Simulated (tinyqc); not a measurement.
# Inputs raised by 5 %, one at a time

Model: current of a Schottky diode by thermionic-emission-diffusion theory, and its read-back from I-V-T and C-V data. Computed by tinyqc, a small Python program. Command: `OMP_NUM_THREADS=1 python tinyqc.py 3021671 3021672 out.jsonl schottky sens`. One thread of a shared host (Intel(R) Xeon(R) Processor @ 2.30GHz), about 0.01 s of CPU time with the checks.

Full ionisation, no tunnelling, no recombination current. V is the voltage across the junction itself, forward positive.

Inputs (values chosen for the exercise, modelled on n-type silicon):
```
quantity                                     value           unit
Richardson constant A*                         113   A/(cm^2 K^2)
effective density of states at 300 K, N_c  2.9e+19         1/cm^3
permittivity eps                              11.7              -
mobility mu                                   1100     cm^2/(V s)
barrier without image force phi_0            0.847             eV
doping N                                   1.6e+16         1/cm^3
series resistance R_s                         0.05  milliohm cm^2
junction voltage V                            0.23              V
temperature T                                  200              K
```

Barrier: uniform.

Constants: k_B = 8.617333262e-05 eV/K; e = 1.602176634e-19 C; eps_0 = 8.8541878128e-12 F/m.

Method:
- N_c(T) = N_c (T/300 K)^(3/2); V_bi = phi_0 - (k_B T/e) ln(N_c(T)/N); surface field F = sqrt(2 e N (V_bi - V - k_B T/e)/(eps eps_0)); image lowering d_phi = sqrt(e F/(4 pi eps eps_0)); effective barrier phi = phi_0 - d_phi.
- Collection velocity v_R = A* T^2/(e N_c(T)); diffusion velocity v_D = mu F; J = e N_c(T) v_R/(1 + v_R/v_D) exp(-phi/k_B T) [exp(e V/k_B T) - 1].
- Terminal voltage V + J R_s.
- Ideality n = (e/k_B T)/(d ln J/dV) by a central difference of +/- 1 mV; J_0 = J exp(-e V/(n k_B T)); apparent barrier phi_IV = k_B T ln(A* T^2/J_0); a C-V plot gives phi_CV = phi_0, the mean without lowering.

Runs:
```
input moved                                from        to  current density J (A/cm^2)  ideality factor n  apparent barrier phi_IV (eV)  image lowering (meV)
base run                                      -         -                  5.1365e-09             1.0135                       0.82000                24.504
barrier without image force phi_0 (eV)    0.847   0.88935                  4.5419e-10             1.0126                       0.86200                25.027
doping N (1/cm^3)                       1.6e+16  1.68e+16                  5.2344e-09             1.0136                       0.81964                24.816
mobility mu (cm^2/(V s))                   1100      1155                  5.1444e-09             1.0135                       0.81998                24.504
Richardson constant A* (A/(cm^2 K^2))       113    118.65                  5.3847e-09             1.0135                       0.82002                24.504
junction voltage V (V)                     0.23    0.2415                  9.9212e-09             1.0138                       0.81994                24.356
temperature T (K)                           200       210                  2.8910e-08             1.0137                       0.82010                24.400
permittivity eps                           11.7    12.285                  4.8768e-09             1.0130                       0.82099                23.624
```

Exponents ln(y'/y) / ln(x'/x):
```
input                              current density J  ideality factor n  apparent barrier phi_IV  image lowering
barrier without image force phi_0            -49.715             -0.018                    1.024           0.432
doping N                                       0.387              0.003                   -0.009           0.259
mobility mu                                    0.031             -0.001                   -0.001           0.000
Richardson constant A*                         0.967              0.001                    0.001           0.000
junction voltage V                            13.492              0.005                   -0.002          -0.124
temperature T                                 35.413              0.005                    0.003          -0.087
permittivity eps                              -1.063             -0.009                    0.025          -0.750
```

Which inputs matter most for each result?

Among the inputs moved here: current density J answers most in size to barrier without image force phi_0 (exponent -49.715), next to temperature T (+35.413). Its exponent +0.967 in Richardson constant A*: thermionic emission limits. Ideality factor n answers most in size to barrier without image force phi_0 (exponent -0.018), next to permittivity eps (-0.009). Apparent barrier phi_IV answers most in size to barrier without image force phi_0 (exponent +1.024), next to permittivity eps (+0.025). Image lowering answers most in size to permittivity eps (exponent -0.750), next to barrier without image force phi_0 (+0.432); its exponent is below 0.0005 for mobility mu, Richardson constant A*. Its exponent +0.259 in doping N: F grows as N^(1/2) and the lowering as F^(1/2).
